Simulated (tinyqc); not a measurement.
Worked calculation: elastic strain and critical thickness of a cubic alloy layer A(1-x)B(x) on a thick substrate. Computed by tinyqc, a small Python program that keeps every step. Command: `OMP_NUM_THREADS=1 python tinyqc.py 3006063 3006064 out.jsonl misfit walk`. One thread of a shared host (Intel(R) Xeon(R) Processor @ 2.30GHz), about 0.01 s of CPU time with the checks. Intermediate numbers are printed to about 6 digits and carried at full precision; extremes and crossings named in words are read from the listed rows.

Strain is positive in tension. The layer is coherent with the substrate unless said otherwise.

Inputs (values chosen for the exercise, modelled on Ga(1-x)In(x)As on InP):
```
quantity                                 value        unit
fraction x of B                            0.2           -
lattice constant a_A                     5.653    angstrom
lattice constant a_B                     6.058    angstrom
substrate lattice constant a_S           5.869    angstrom
layer thickness h                           57          nm
biaxial modulus of the substrate M_S      93.4         GPa
substrate thickness t_S                    625  micrometre
wafer diameter W                           150          mm
X-ray wavelength                      1.540593    angstrom
start of the iteration h0/b               1000           -
```

Growth plane: (001). Layer: uncapped. Misfit dislocation: edge.

C11, C12, C44 of A (GPa): 120  53.43  58.72

C11, C12, C44 of B (GPa): 83.84  44.54  39.54

## Alloy by Vegard's rule, and misfit

a = (1 - x) a_A + x a_B, the same rule for each C_ij; misfit f = (a_S - a)/a, the in-plane strain of the coherent layer.

free lattice constant a = 5.734 angstrom

elastic constants (GPa): C11 112.768, C12 51.652, C44 54.884

misfit f = 0.0235438

The layer is stretched in the plane by 2.35 %.

## Biaxial strain, stress and energy

(001): D = 2 C12/C11, M = C11 + C12 - 2 C12^2/C11. The free surface carries no normal stress, so e_perp = -D f; dV/V = 2 f + e_perp; stress = M f; energy per area = M f^2 h (1 GPa nm = 1 J/m^2).

ratio D = 0.916075

normal strain e_perp = -0.0215679

volume strain dV/V = 0.0255197

biaxial modulus M = 117.103 GPa

in-plane stress = 2.75704 GPa

strain energy per area = 3.69994 J/m^2

Caution: above about 2 % misfit, linear elasticity is rough and compressed layers tend to form islands before dislocations.

## Symmetric X-ray reflection

Reflection 004: d = a_perp/sqrt(16), with a_perp = a (1 + e_perp) for the coherent layer, a for the relaxed layer and a_S for the substrate; sin(theta) = lambda/(2 d).

Bragg angles:
```
crystal         a_perp (angstrom)  theta (degrees)  from substrate (arcsec)
substrate                 5.86900          31.6678                     0.00
coherent layer            5.61033          33.3121                  5919.35
relaxed layer             5.73400          32.5037                  3009.16
```

peak separation of the coherent layer = 5919.35 arcsec

The coherent layer lies 1.97 times as far from the substrate peak as a relaxed one, about 1 + D = 1.92: reading its peak as relaxed would overstate the mismatch by that factor.

## Isotropic constants and the prefactor A

Voigt averages: G = (C11 - C12 + 3 C44)/5, B = (C11 + 2 C12)/3, nu = (3 B - 2 G)/(2 (3 B + G)); b = a/sqrt(2). Edge dislocation with b in the interface: cos alpha = 0, cos lambda = 1. Matthews-Blakeslee: h_c = A [ln(h_c/b) + 1], A = b (1 - nu cos^2 alpha)/(8 pi |f| (1 + nu) cos lambda), the factor 8 pi being that of an uncapped layer.

shear modulus G = 45.1536 GPa

Poisson ratio nu = 0.240721

Burgers vector b = 0.405455 nm

prefactor A = 0.552272 nm

## Critical thickness by fixed-point iteration

Start at h0, put the right side back in, and stop when the change is below 1e-9 h or h turns negative.

Iteration:
```
step    h in (nm)  h out (nm)   change (nm)
1     4.05455e+02     4.36723  -4.01088e+02
2     4.36723e+00     1.86495  -2.50228e+00
3     1.86495e+00     1.39503  -4.69924e-01
4     1.39503e+00     1.23469  -1.60336e-01
5     1.23469e+00     1.16726  -6.74286e-02
6     1.16726e+00     1.13625  -3.10153e-02
7     1.13625e+00     1.12137  -1.48729e-02
...           ...         ...           ...
25    1.10695e+00     1.10695  -5.24800e-08
26    1.10695e+00     1.10695  -2.61831e-08
27    1.10695e+00     1.10695  -1.30631e-08
28    1.10695e+00     1.10695  -6.51738e-09
29    1.10695e+00     1.10695  -3.25162e-09
30    1.10695e+00     1.10695  -1.62228e-09
31    1.10695e+00     1.10695  -8.09381e-10
```

critical thickness h_c (Matthews-Blakeslee) = 1.10695 nm

Converged; near the root each step shrinks the error by A/h_c = 0.499. h_c is 2.7 Burgers vectors. Caution: an edge dislocation with b in the interface cannot reach it by glide, so the force balance is formal for it. Caution: a critical thickness of a few Burgers vectors is outside continuum elasticity and hangs on the core term.

## Equilibrium strain at the thickness h

For h > h_c the same force balance gives the strain left, |e| = |f| A [ln(h/b) + 1]/h, and below h_c e = f; relaxation = 1 - e/f; dislocations per length across each line direction = (|f| - |e|)/(b cos lambda).

strain left e = 0.00135633

relaxation = 94.2391 %

dislocation line density = 54.7223 1/micrometre

h is 51.49 h_c: in equilibrium dislocations lie 18.3 nm apart; slow nucleation and glide can keep a real layer more strained.

## Wafer curvature of the coherent layer

Stoney: curvature = 6 |stress| h/(M_S t_S^2); radius = 1/curvature; bow = curvature W^2/8.

curvature = 0.0258442 1/m

radius of curvature = 38.6934 m

bow = 72.6868 micrometre

Caution: the curvature assumes a coherent layer, but h exceeds h_c.

## Force balance against energy balance

People-Bean: h_c = P ln(h_c/b), P = (1 - nu)/(1 + nu) b^2/(16 pi sqrt(2) a f^2). The misfit is scaled by 0.25, 0.4, 0.6, 1, 1.5, 2.2 at fixed a, b and nu; the upper root is taken, and rows with A < 1.3 b or P < 3 b, where the roots shrink to the core size or vanish, are left out.

Critical thickness:
```
|f| (%)  Matthews-Blakeslee (nm)  People-Bean (nm)    ratio
0.58859                  9.07569           508.218  55.9978
0.94175                  4.78994           167.661  35.0028
1.41263                  2.64758            62.265  23.5175
2.35438                  1.10695            16.503  14.9083
```

The exponents d ln h_c/d ln f are -1.36 and -2.36 between the first rows, steeper than the -1 and -2 of the prefactors because of the logarithm. The ratio falls from 56.0 to 14.9 as the misfit grows. Where People-Bean lies above, a layer between the lines is metastable: dislocations would lower the energy but have to be nucleated. Above about 2 % misfit islands may come first.

Checks made by the program: D and M against the full stiffness tensor (relative difference below 1e-10); h_c against the Lambert function, -A W_(-1)(-b/(A e)) (relative difference 7e-10).
